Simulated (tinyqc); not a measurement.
Admittance spectroscopy of a deep trap: one step of the calculation.

Schottky contact on an n-type layer with shallow donors Nd (all ionised) and a donor-like deep trap, neutral when filled and positive when empty; depletion approximation. Traps within lam of the depletion edge stay filled. The traps at xt = W - lam, where the level crosses the Fermi level, follow a slow signal and not a fast one. w = 2 pi f.

Task. Admittance at the signal frequency. Emission rate en = sn vth(T) Nc(T) exp(-Et/kB T) = sn g T^2 exp(-Et/kB T), g = vth Nc/(300 K)^2, as vth goes as T^0.5 and Nc as T^1.5 (degeneracy factor 1). Inflection frequency w0 = 2 en [1 + Nt xt/(Nd W)]; C = C_HF + (C_LF - C_HF)/(1 + (w/w0)^2), G/w = (C_LF - C_HF)(w/w0)/(1 + (w/w0)^2).

Parameters, values chosen for the exercise; material values close to those of silicon:
```
symbol,value,unit,meaning
Nc,2.86e19,cm^-3,conduction-band density of states at 300 K
vth,2.3e7,cm/s,thermal velocity at 300 K
Nd,3.2e16,cm^-3,shallow donor density
Et,0.35,eV,depth of the trap below the conduction edge
sn,1.8e-17,cm^2,capture cross-section
Nt,1.5e16,cm^-3,trap density
f,1.2e5,Hz,signal frequency
T,390,K,temperature
```

Constants: q = 1.602176634e-19 C, kB = 1.380649e-23 J/K. Results are converted to the units shown.

W = 193.10438 nm
xt = 127.20299 nm
C_HF = 53.188115 nF/cm^2
C_LF = 59.689297 nF/cm^2

Wanted: en; w0/(2 pi); C; G/w.

Result.

en = 6.0031e5 1/s
w0/(2 pi) = 2.5009e5 Hz
C = 58.473 nF/cm^2
G/w = 2.5357 nF/cm^2

The signal is slower than the trap, which mostly follows it.

Numbers from tinyqc (`OMP_NUM_THREADS=1 python tinyqc.py 2050117 2050118 out.jsonl`; about 0.01 s on one thread of a shared Intel Xeon 2.30GHz).
